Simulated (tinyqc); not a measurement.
# Nucleation and growth of vacancy voids in a cooling silicon-like crystal, step by step

A worked calculation. Computed by tinyqc, a small Python program that keeps every step. Command: `OMP_NUM_THREADS=1 python tinyqc.py 3012374 3012375 out.jsonl voids walk`. One thread of a shared host (Intel(R) Xeon(R) Processor @ 2.30GHz), about 0.3 s of CPU time with the checks. Intermediate numbers are printed to about 5 digits and carried at full precision; extremes and crossings named in words are read from the listed rows.

Spherical voids; vacancies are lost only to voids.

Inputs (values chosen for the exercise, for a model crystal):
```
quantity                                    value    unit
vacancy density at the melting point C_m  6.6e+14  1/cm^3
formation energy E_f                         3.99      eV
melting point T_m                            1685       K
diffusion prefactor D0                    0.00049  cm^2/s
migration energy E_m                         0.48      eV
site density rho                            5e+22  1/cm^3
void surface energy gamma                   0.985   J/m^2
cooling rate q                                3.8   K/min
ratio (V/G)/xi_c                              1.3       -
limit of the excess at high V/G           1.8e+14  1/cm^3
temperature of the worked step T             1400       K
temperature step                             0.25       K
```

Vacancy supply: from V/G.

Constants: k_B = 8.617333262e-05 eV/K; k_B = 1.380649e-23 J/K; e = 1.602176634e-19 C.

## Vacancy excess

C = C_x (u - 1)/(u + 0.2) with u = (V/G)/xi_c, a form chosen for the exercise.

initial excess C = 3.60e+13 1/cm^3

## Nucleation rate at T with the initial excess

C_e = C_m exp[-(E_f/k_B)(1/T - 1/T_m)]; D = D0 exp(-E_m/(k_B T)); f = k_B T ln(C/C_e); r* = 2 gamma/(rho f); W* = 16 pi gamma^3/(3 rho^2 f^2); Z = f/sqrt(12 pi W* k_B T); I = rho Z (4 pi r* D C) exp(-W*/(k_B T)).

C_e = 2.4555e+12 1/cm^3

D = 9.1679e-06 cm^2/s

driving force f = 0.32395 eV

critical radius r* = 0.75911 nm

W*/(k_B T) = 123.01

rate I = 2.3547e-30 1/(cm^3 s)

Cooling by 10 K multiplies I by 2.4e7: nucleation switches on within a narrow range of temperature.

## Cooling through the nucleation range

March down from 1500 K in steps dT, dt = dT/q, with values at the upper end of each step: a class of I dt voids is born with r*; then all classes grow by r^2 += 2 D (C - C_e) dt/rho; C falls by the vacancies added to voids. Stop at 1150 K. T_n is the T of the largest I, N the final count (classes under 1e-6 /cm^3 are dropped), and the mean radius the number average.

Rows around the peak of I:
```
T (K)    C (1/cm^3)  C_e (1/cm^3)  I (1/(cm^3 s))  voids (1/cm^3)  mean radius (nm)
1332.75  3.6000e+13    4.6277e+11      2.2565e+00      6.1034e+01             5.203
1322.75  3.5999e+13    3.5587e+11      3.0773e+02      9.7390e+03             5.473
1312.75  3.5947e+13    2.7258e+11      2.0871e+04      7.7738e+05             5.758
1307.75  3.5600e+13    2.3819e+11      1.1795e+05      5.1773e+06             6.006
1304.75  3.4818e+13    2.1957e+11      2.3609e+05      1.3290e+07             6.347
1302.75  3.3765e+13    2.0793e+11      2.7958e+05      2.1528e+07             6.765
1300.75  3.2139e+13    1.9687e+11      2.3748e+05      3.0004e+07             7.408
1298.75  2.9966e+13    1.8637e+11      1.3930e+05      3.6190e+07             8.281
1296.75  2.7420e+13    1.7640e+11      5.7550e+04      3.9354e+07             9.297
1293.75  2.3360e+13    1.6238e+11      8.7920e+03      4.0742e+07            10.783
1290.75  1.9458e+13    1.4942e+11      7.7681e+02      4.0921e+07            11.987
```

temperature of peak nucleation T_n = 1302.75 K

void density N = 4.0936e+07 1/cm^3

mean radius = 15.930 nm

vacancies left at 1150 K = 6.3515e+09 1/cm^3

I rises as supersaturation builds and collapses once the first voids have drawn C down by 6 % at the peak. Nearly all the excess then goes into these voids: [3 C/(4 pi rho N)]^(1/3) = 16.1 nm.

## Cooling rate

The formulas are those given above.

At fixed C:
```
q (K/min)  T_n (K)  N (1/cm^3)  mean radius (nm)
0.38       1317.25  1.3361e+06            49.982
0.95       1311.75  5.2155e+06            31.713
1.90       1307.25  1.4613e+07            22.477
3.80       1302.75  4.0936e+07            15.930
7.60       1297.75  1.1462e+08            11.291
15.00      1292.50  3.1433e+08             8.058
38.00      1284.75  1.2438e+09             5.086
```

Over the rows N goes as q^1.48 and the radius as q^-0.50, near the 3/2 and -1/2 of the scaling argument (depletion time 1/(4 pi N r D) equal to the time in the nucleation range, at fixed N r^3). T_n drops only 32 K for a factor 100 in q. Fast cooling gives many small voids, which an anneal can dissolve.

## Vacancy excess varied

The formulas are those given above.

At fixed q:
```
C (1/cm^3)  T_n (K)  N (1/cm^3)  mean radius (nm)
1.40e+13    1254.50  8.6084e+07             9.056
2.20e+13    1277.25  6.0323e+07            11.867
3.60e+13    1302.75  4.0936e+07            15.930
5.80e+13    1328.00  2.8124e+07            21.183
9.00e+13    1351.75  1.9907e+07            27.539
```

More vacancies nucleate earlier (T_n rises by 97 K) and give fewer, larger voids: N goes as C^-0.79 and the radius as C^0.60, steeper than the -1/2 and +1/2 of the scaling argument at fixed D, because D rises with T_n.

Checks made by the program: Z against the curvature of W(n) (relative difference below 1e-10); N against a run with half the step (relative difference 2e-03).
